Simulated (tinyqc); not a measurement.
Worked calculation: optical gain and spontaneous emission in a bulk direct-gap semiconductor. Values are carried at full precision from step to step, so a last printed digit may differ when a step is redone from the rounded ones.

F_j(eta) = (1/Gamma(j + 1)) integral_0^infinity x^j dx/(1 + exp(x - eta)), which tends to exp(eta) for eta << 0.

Quasi-Fermi levels: n = Nc F_1/2(Fc/kT) and p = Nv F_1/2(Fv/kT), Fc counted up from the conduction edge and Fv down from the valence edge; Nc, Nv from N = 2 (m kB T/(4 pi c))^(3/2) with c = hbar^2/2m0, in 1/angstrom^3; times 1e24 for 1/cm^3, with me and (mhh^(3/2) + mlh^(3/2))^(2/3).

Constants: hbar^2/2m0 = 3.80998211 eV angstrom^2; kB = 8.617333262e-05 eV/K; fine-structure constant alpha = 0.007297352564; hbar = 6.58211957e-16 eV s; hbar c = 1973.269805 eV angstrom.

Parameters, chosen for this exercise (near those of GaN; the results hold for these values, not for the real material): me = 0.2071 m0 (electron mass); mhh = 1.363 m0 (heavy-hole mass); mlh = 0.3125 m0 (light-hole mass); n = 2.6e+19 1/cm^3 (injected density, n = p); T = 350 K; Eg = 3.395 eV (direct gap); Ep = 16.9 eV (Kane energy); nr = 2.59 (refractive index); E = 3.494 eV (photon energy).

## Quasi-Fermi levels

Solve for Fc and Fv.

kT = 0.030161 eV
Nc = 2.980e+18 1/cm^3
Nv = 5.584e+19 1/cm^3
Fc = 0.1493 eV
Fv = -0.0181 eV
Fc + Fv = 0.1312 eV

The separation of the quasi-Fermi levels exceeds the gap, so photons between Eg and Eg + (Fc + Fv) see gain. The quasi-Fermi level of the electrons lies inside the band, that of the holes in the gap.

## Absorption of the empty crystal

Parabolic bands, vertical transitions, no excitons. For each hole band j: mr = me mj/(me + mj); joint density of states J_j(E) = (mr/c)^(3/2) sqrt(E - Eg)/(2 pi^2), both spins, c = hbar^2/2m0; averaged matrix element |e.p|^2 = m0 Ep/6; alpha_j(E) = 4 pi^2 alpha_f c Ep J_j/(3 nr E) in 1/angstrom (alpha_f the fine-structure constant, listed as alpha among the constants), times 1e8 for 1/cm.

Evaluate at E for heavy and light holes.

mr, J and alpha of each hole band:
```
hole   mr (m0)  J (1/(eV angstrom^3))  alpha (1/cm)
heavy  0.17978              0.0001634       11163.9
light  0.12455              9.422e-05        6437.8
```

The heavy-hole band gives 63 % of the total, 17602 1/cm.

## Occupations and gain at E

For band j the electron sits at Ee = (E - Eg) mr/me above its edge and the hole at Eh = (E - Eg) mr/mj; fe = 1/(1 + exp((Ee - Fc)/kT)), fh = 1/(1 + exp((Eh - Fv)/kT)); gain g = sum_j alpha_j (fe + fh - 1).

Use mr and alpha from the table.

Energies, occupations and gain of each hole band:
```
hole   Ee (eV)  Eh (eV)     fe     fh  g (1/cm)
heavy   0.0859   0.0131  0.891  0.262      1713
light   0.0595   0.0395  0.952  0.129       519
```

total gain = 2232 1/cm

E - Eg = 0.0990 eV is below Fc + Fv = 0.1312 eV, so both bands give gain (Bernard-Duraffourg).

## Spontaneous emission

Spontaneous rate: R = integral of (nr E/(hbar c))^2/(pi^2 hbar) sum_j alpha_j fe fh dE, with alpha in 1/cm and (nr E/(hbar c))^2 in 1/cm^2 (1e16 per 1/angstrom^2); B = R/(n p); lifetime n/R.

Integrate over photon energy.

R = 1.90e+28 1/(cm^3 s)
B = 2.82e-11 cm^3/s
radiative lifetime = 1.37 ns

## Checks

- B at n = 1e13 1/cm^3 against the van Roosbroeck-Shockley value from alpha and ni^2 (cm^3/s): both 4.97e-11.

Computed by tinyqc, a small Python program: `OMP_NUM_THREADS=1 python tinyqc.py 1680235 1680236 out.jsonl` (the numbers bound the seed that draws the inputs); one thread of a shared host (Intel(R) Xeon(R) Processor @ 2.30GHz), about 0.07 s for the whole set of steps.
